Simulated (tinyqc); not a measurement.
Channel length: inversion-layer mobility, back-scattering and ballistic limit of a field-effect transistor. Computed by tinyqc, a small Python program. Command: `OMP_NUM_THREADS=1 python tinyqc.py 3020736 3020737 out.jsonl mos walk`. One thread of a shared host (Intel(R) Xeon(R) Processor @ 2.30GHz), about 0.01 s of CPU time with the checks.

The charge at the top of the source barrier is fixed by the gate; series resistance and short-channel effects are left out. F_j are Fermi integrals normalised to exp(eta) in the classical limit.

Inputs (values chosen for the exercise, modelled on a strained silicon n-channel):

| quantity | value | unit |
|---|---|---|
| transport mass m | 0.2 | m_0 |
| valley degeneracy g_v | 2 | - |
| weight w of the inversion charge | 0.5 | - |
| permittivity eps | 11.7 | - |
| phonon mobility at 1 MV/cm and 300 K, mu_ph | 550 | cm^2/(V s) |
| roughness mobility at 1 MV/cm, mu_sr | 1700 | cm^2/(V s) |
| Coulomb mobility at N_inv = 1e12/cm^2, mu_C | 1100 | cm^2/(V s) |
| electrical oxide thickness t_inv | 1.2 | nm |
| depletion charge N_dep | 4e+11 | 1/cm^2 |
| gate overdrive V_G - V_T | 0.74 | V |
| drain voltage V_D | 0.68 | V |
| exponent a of the critical length | 0.79 | - |
| temperature T | 300 | K |

Statistics at the top of the barrier: Fermi-Dirac.

Constants: eps_0 = 8.8541878128e-12 F/m; e = 1.602176634e-19 C; m_0 = 9.1093837015e-31 kg; k_B = 1.380649e-23 J/K; hbar = 1.054571817e-34 J s; k_B = 8.617333262e-05 eV/K.

Method:
- N_inv = 3.9 eps_0 (V_G - V_T)/(e t_inv); effective field E_eff = e (N_dep + w N_inv)/(eps eps_0).
- mu_phonon = mu_ph (E_eff/1 MV/cm)^(-0.3) (T/300 K)^(-1.75); mu_rough = mu_sr (E_eff/1 MV/cm)^(-2); mu_Coulomb = mu_C (N_inv/1e12 cm^-2) (T/300 K); Matthiessen's rule adds 1/mu.
- F_j(eta) = (1/Gamma(j + 1)) int_0^infinity x^j/(1 + exp(x - eta)) dx, F_0 = ln(1 + exp(eta)). Integrals over x = E/(k_B T) use 160 Gauss-Legendre points in u = sqrt(x) from 0 to sqrt(max(eta, 0) + 32).
- Ballistic channel: N_2D = g_v m k_B T/(pi hbar^2), U = e V_D/(k_B T); eta_F solves N_inv = (N_2D/2)[F_0(eta_F) + F_0(eta_F - U)]; v_T = sqrt(2 k_B T/(pi m)); I/W = e (N_2D/2) v_T [F_1/2(eta_F) - F_1/2(eta_F - U)]; injection velocity v_T F_1/2(eta_F)/F_0(eta_F).
- Mean free path lambda = (2 k_B T/e)(mu/v_T) F_0(eta_0)/F_-1/2(eta_0), with eta_0 from N_inv = N_2D F_0(eta_0); critical length l = L (1 + U)^(-a), an empirical rule; back-scattering r = l/(l + lambda). Then eta solves N_inv = (N_2D/2)[(1 + r) F_0(eta) + (1 - r) F_0(eta - U)] and I/W = e (N_2D/2) v_T (1 - r)[F_1/2(eta) - F_1/2(eta - U)].
- The last column is the long-channel law e N_inv mu V/L with V = V_D - V_D^2/(2 V_ov) below pinch-off and V_ov/2 above, V_ov = V_G - V_T.

inversion density N_inv = 1.32909e+13 1/cm^2

effective mobility mu = 379.876 cm^2/(V s)

ballistic current I/W = 4938.47 microampere/micrometre

Currents (microampere/micrometre):

| L (nm) | r | I/W | ballistic ratio | long-channel law |
|---|---|---|---|---|
| 5 | 0.01343 | 4779.8 | 0.96786 | 59467 |
| 10 | 0.02650 | 4630.5 | 0.93764 | 29733 |
| 20 | 0.05163 | 4357.4 | 0.88234 | 14867 |
| 40 | 0.09819 | 3895.0 | 0.78870 | 7433 |
| 80 | 0.17881 | 3207.2 | 0.64943 | 3717 |
| 160 | 0.30338 | 2361.9 | 0.47826 | 1858 |
| 400 | 0.52125 | 1309.8 | 0.26522 | 743 |
| 1000 | 0.73132 | 616.2 | 0.12478 | 297 |

What does the comparison show, and why?

The current scales as L^-0.82 at the long end and as L^-0.05 at the short end, where it reaches 97 % of the ballistic 4940. The long-channel law passes the ballistic limit between 40.0 and 80.0 nm and has no meaning below. At 1000 nm the model gives 2.07 times the long-channel law; the rule for l is a fit for short devices and fails wherever the model exceeds that law. Raising mu by 10 % at 20 nm raises I by 1.1 %. Caution: the Fermi level lies so high that further subbands and non-parabolicity matter.

Extremes, crossings and ranges named in words are read from the listed rows.
